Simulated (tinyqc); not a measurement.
Scale length and barrier from the threshold roll-off.

Problem. For L well above Lambda the threshold falls by 2 m sqrt(A (A + Vds)) exp(-pi L/(2 Lambda)), A being the height of the source potential over the barrier top; the two values follow this form. Find Lambda and A.

Values chosen for this exercise: long-channel body factor m = 1; drain voltage Vds = 0.5 V.

threshold lowering at L = 52 and 83 nm (mV): [70.604481, 10.803824]

Answer. The ratio of the two values gives Lambda; the prefactor gives A (A + Vds), a quadratic with one positive root.

Lambda = 25.9 nm
A = 0.610 V

Numbers from tinyqc (`OMP_NUM_THREADS=1 python tinyqc.py 2420061 2420062 out.jsonl`; about 0.01 s on one thread of a shared Intel Xeon 2.30GHz).
